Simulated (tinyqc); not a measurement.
UHF in the sto-6g basis, for BeH, spin multiplicity 2, step by step (part 2 of 2). Computed by tinyqc, a small Python program that keeps every step (integrals from PySCF). Command: `OMP_NUM_THREADS=1 python tinyqc.py 26905 26906 out.jsonl` (the two numbers bound the seeds that draw the settings). One thread of a shared host (Intel(R) Xeon(R) Processor @ 2.60GHz), about 0.2 s of CPU time with the checks.

Geometry (angstrom):
```
atom,x,y,z
Be,0.000000,0.000000,0.000000
H,0.000000,0.000000,1.824000
```

## Iteration 56 (converged): orbitals

converged F(alpha) (hartree), lower triangle:
```
,1Be 1s,1Be 2s,1Be 2px,1Be 2py,1Be 2pz,2H 1s
1Be 1s,-4.588097
1Be 2s,-1.242656,-0.592871
1Be 2px,0.000000,0.000000,0.198804
1Be 2py,0.000000,0.000000,0.000000,0.198804
1Be 2pz,0.000575,0.094169,0.000000,0.000000,-0.041517
2H 1s,-0.122583,-0.248842,0.000000,0.000000,-0.274703,-0.304745
```

converged F(beta) (hartree), lower triangle:
```
,1Be 1s,1Be 2s,1Be 2px,1Be 2py,1Be 2pz,2H 1s
1Be 1s,-4.567258
1Be 2s,-1.239989,-0.441168
1Be 2px,0.000000,0.000000,0.235954
1Be 2py,0.000000,0.000000,0.000000,0.235954
1Be 2pz,-0.001216,-0.178086,0.000000,0.000000,0.139467
2H 1s,-0.120307,-0.268262,0.000000,0.000000,-0.207630,-0.021205
```

X:
```
,1,2,3,4,5,6
1Be 1s,0.325035,0.752921,0.000000,0.000000,0.586327,0.237734
1Be 2s,-0.710690,-0.555911,0.000000,0.000000,0.439098,0.420182
1Be 2px,0.000000,0.000000,-0.280742,0.959783,0.000000,0.000000
1Be 2py,0.000000,0.000000,0.959783,0.280742,0.000000,0.000000
1Be 2pz,-0.697223,0.535948,0.000000,0.000000,-0.500106,0.386877
2H 1s,0.924968,-0.287719,0.000000,0.000000,-0.245630,0.530923
```

Diagonalise F' = X^T F X, C = X C', fill 3 alpha and 2 beta electrons from the bottom; D(s) = C_occ C_occ^T. Each column has its largest component positive (the first on a tie).

F' = X^T F X (alpha) (hartree), lower triangle:
```
,1,2,3,4,5,6
1,0.209857
2,-0.558659,-1.778494
3,0.000000,0.000000,0.198804
4,0.000000,0.000000,0.000000,0.198804
5,-0.411017,-1.811180,0.000000,0.000000,-2.380426
6,-0.376754,-0.857202,0.000000,0.000000,-1.105024,-0.928454
```

orbital energies (alpha) (hartree): MO1 -4.589464, MO2 -0.400243, MO3 -0.278803, MO4 0.198804, MO5 0.198804, MO6 0.390994

coefficients C (alpha):
```
,MO1,MO2,MO3,MO4,MO5,MO6
1Be 1s,0.995092,-0.160621,-0.199238,0.000000,0.000000,-0.130884
1Be 2s,0.018856,0.521385,0.768285,0.000000,0.000000,0.566584
1Be 2px,0.000000,0.000000,0.000000,0.235904,0.971776,0.000000
1Be 2py,0.000000,0.000000,0.000000,0.971776,-0.235904,0.000000
1Be 2pz,0.000161,0.109062,-0.566932,0.000000,0.000000,0.916425
2H 1s,-0.002181,0.691040,-0.361761,0.000000,0.000000,-0.819847
```

F' = X^T F X (beta) (hartree), lower triangle:
```
,1,2,3,4,5,6
1,0.289405
2,-0.585725,-1.513671
3,0.000000,0.000000,0.235954
4,0.000000,0.000000,0.000000,0.235954
5,-0.498586,-2.007302,0.000000,0.000000,-2.139632
6,-0.175572,-0.877256,0.000000,0.000000,-1.160551,-0.862327
```

orbital energies (beta) (hartree): MO1 -4.568697, MO2 -0.315221, MO3 0.179914, MO4 0.235954, MO5 0.235954, MO6 0.477778

coefficients C (beta):
```
,MO1,MO2,MO3,MO4,MO5,MO6
1Be 1s,0.995031,-0.192920,-0.201907,0.000000,0.000000,0.069016
1Be 2s,0.019162,0.664474,0.788269,0.000000,0.000000,-0.346720
1Be 2px,0.000000,0.000000,0.000000,0.118386,0.992968,0.000000
1Be 2py,0.000000,0.000000,0.000000,0.992968,-0.118386,0.000000
1Be 2pz,0.001912,0.348032,-0.507250,0.000000,0.000000,-0.891464
2H 1s,-0.002976,0.437702,-0.436904,0.000000,0.000000,0.947674
```

D(alpha) after iteration 56, lower triangle:
```
,1Be 1s,1Be 2s,1Be 2px,1Be 2py,1Be 2pz,2H 1s
1Be 1s,1.055703
1Be 2s,-0.218053,0.862460
1Be 2px,0.000000,0.000000,0.000000
1Be 2py,0.000000,0.000000,0.000000,0.000000
1Be 2pz,0.095597,-0.378698,0.000000,0.000000,0.333306
2H 1s,-0.041089,0.082321,0.000000,0.000000,0.280460,0.608412
```

D(beta) after iteration 56, lower triangle:
```
,1Be 1s,1Be 2s,1Be 2px,1Be 2py,1Be 2pz,2H 1s
1Be 1s,1.027304
1Be 2s,-0.109124,0.441893
1Be 2px,0.000000,0.000000,0.000000
1Be 2py,0.000000,0.000000,0.000000,0.000000
1Be 2pz,-0.065240,0.231295,0.000000,0.000000,0.121130
2H 1s,-0.087403,0.290785,0.000000,0.000000,0.152328,0.191592
```

Within a degenerate level the vectors are fixed only up to a rotation; this is one choice.

## Convergence

Stop when the energy changes by less than 1e-08 hartree and every element of the error matrix X^T (F D S - S D F) X (for each spin) is below 3e-05.

Course of the cycle:
```
iteration,E (hartree),change,largest element of the error matrix
1,-14.64551072,-,2.27e-01
2,-14.94259048,-2.97e-01,6.95e-02
3,-15.01193340,-6.93e-02,2.37e-02
4,-15.02668104,-1.47e-02,1.25e-02
5,-15.03002860,-3.35e-03,9.38e-03
6,-15.03101995,-9.91e-04,8.17e-03
7,-15.03149638,-4.76e-04,7.44e-03
8,-15.03183368,-3.37e-04,6.86e-03
9,-15.03211094,-2.77e-04,6.34e-03
10,-15.03234711,-2.36e-04,5.85e-03
11,-15.03254889,-2.02e-04,5.39e-03
12,-15.03272042,-1.72e-04,4.94e-03
13,-15.03286527,-1.45e-04,4.52e-03
14,-15.03298674,-1.21e-04,4.12e-03
...,...,...,...
43,-15.03352558,-1.51e-07,1.39e-04
44,-15.03352570,-1.17e-07,1.22e-04
45,-15.03352579,-9.13e-08,1.08e-04
46,-15.03352586,-7.10e-08,9.51e-05
47,-15.03352592,-5.52e-08,8.38e-05
48,-15.03352596,-4.29e-08,7.39e-05
49,-15.03352599,-3.33e-08,6.51e-05
50,-15.03352602,-2.59e-08,5.74e-05
51,-15.03352604,-2.01e-08,5.06e-05
52,-15.03352605,-1.56e-08,4.46e-05
53,-15.03352607,-1.21e-08,3.93e-05
54,-15.03352608,-9.43e-09,3.46e-05
55,-15.03352608,-7.32e-09,3.05e-05
56,-15.03352609,-5.68e-09,2.69e-05
```

PySCF UHF in the same basis, after a stability check = -15.03352611 hartree

Converged in 56 iterations.

## Populations, bond orders and dipole

overlap S, lower triangle:
```
,1Be 1s,1Be 2s,1Be 2px,1Be 2py,1Be 2pz,2H 1s
1Be 1s,1.000000
1Be 2s,0.254764,1.000000
1Be 2px,0.000000,0.000000,1.000000
1Be 2py,0.000000,0.000000,0.000000,1.000000
1Be 2pz,0.000000,0.000000,0.000000,0.000000,1.000000
2H 1s,0.024327,0.285282,0.000000,0.000000,0.367705,1.000000
```

Mulliken: Z minus the diagonal of D S on the atom; Loewdin: the same with S^(1/2) D S^(1/2); Mayer order: 2 sum_s sum (D(s) S)_ij (D(s) S)_ji over the two atoms.

Charges (e):
```
atom,Mulliken,Loewdin,Mulliken spin
1Be,0.062457,0.055392,0.594409
2H,-0.062457,-0.055392,0.405591
```

Mayer bond orders:
```
pair,order
2-1,0.831595
```

dipole moment about the origin, x y z (debye): 0.000000  0.000000  -0.769983

<S^2> of the determinant (pure state: 0.75) = 0.824089
